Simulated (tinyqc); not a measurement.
Worked calculation: Hubbard ring of 3 sites. Computed by tinyqc, a small Python program that keeps every step. Settings: hopping = 0.87, U = 9.3, mixing = 1, iteration cap = 80. Command: `OMP_NUM_THREADS=1 python tinyqc.py 21723 21724 out.jsonl` (the two numbers bound the seeds that draw the settings). One thread of a shared host (Intel(R) Xeon(R) Processor @ 2.60GHz), about 0.2 s of CPU time with the checks.

one-body matrix (hopping and site energies) (eV), order 1, 2, 3:
$$\begin{pmatrix}
0.970000 & -0.870000 & -0.870000 \\
-0.870000 & -0.320000 & -0.870000 \\
-0.870000 & -0.870000 & -0.100000
\end{pmatrix}$$

U = 9.300000 eV

electrons, up and down: [2, 1]

n(up) at the start (a guess, not normalised): 1 0.667000, 2 0.667000, 3 0.667000

n(down) at the start (a guess): 1 0.333000, 2 0.333000, 3 0.333000

Each step fills the lowest levels of T + U n(other spin) and sets n(new) = n + mixing (n(out) - n); stop when output and input agree to 1e-8.

Course of the cycle:
```
iteration       E (eV)  largest |n(out) - n(in)|  mean |n_up - n_down|
1           4.59586746                  4.84e-01              0.333333
2           9.05700209                  7.93e-01              0.333333
3           7.53339659                  9.63e-01              0.335360
4          10.11210917                  9.76e-01              0.333333
5           7.85406698                  9.77e-01              0.333333
6          10.13955929                  9.78e-01              0.333333
7           7.85550700                  9.78e-01              0.333333
8          10.13964061                  9.78e-01              0.333333
9           7.85551094                  9.78e-01              0.333333
10         10.13964083                  9.78e-01              0.333333
11          7.85551095                  9.78e-01              0.333333
...                ...                       ...                   ...
70         10.13964083                  9.78e-01              0.333333
71          7.85551095                  9.78e-01              0.333333
72         10.13964083                  9.78e-01              0.333333
73          7.85551095                  9.78e-01              0.333333
74         10.13964083                  9.78e-01              0.333333
75          7.85551095                  9.78e-01              0.333333
76         10.13964083                  9.78e-01              0.333333
77          7.85551095                  9.78e-01              0.333333
78         10.13964083                  9.78e-01              0.333333
79          7.85551095                  9.78e-01              0.333333
80         10.13964083                  9.78e-01              0.333333
```

Can the last value be used, and what does the course show?

Not by the stop rule. Not converged within 80 iterations: the residual has stopped falling: the iteration swings between two states. The lowest mean-field energy found from random starts is 0.21056 eV. Reruns (cap 100 unless said): mixing 0.2: converged in 92 (E = 0.21056); mixing 0.5: converged in 32 (E = 0.21056); mixing 0.9: not converged; the original settings with a cap of 400: not converged.
